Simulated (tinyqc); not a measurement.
## Permittivity and interface capacitance from two thicknesses

Problem. 1/C = t/(eps0 ek) + 2/ci for planar capacitors that differ only in thickness. Find ek, ci and the EOT of the interfaces, 2 x 3.9 eps0/ci.

Constants: eps0 = 8.8541878128e-14 F/cm where lengths are in cm. Results are converted to the units shown.

C at t = 16 and 49 nm (uF/cm^2): [1.2585459, 0.41165159]

Answer. 1/C is a straight line in t: the slope gives ek and the intercept 2/ci. A single thickness would give only the effective permittivity; when the interfaces are a small part of 1/C, ci needs very accurate data.

ek = 22.80
ci = 1000 uF/cm^2
EOT of the interfaces = 0.006906 nm

Computed by the program tinyqc: `OMP_NUM_THREADS=1 python tinyqc.py 2102084 2102085 out.jsonl`, one thread of a shared Intel Xeon 2.30GHz, about 0.01 s for the whole run.
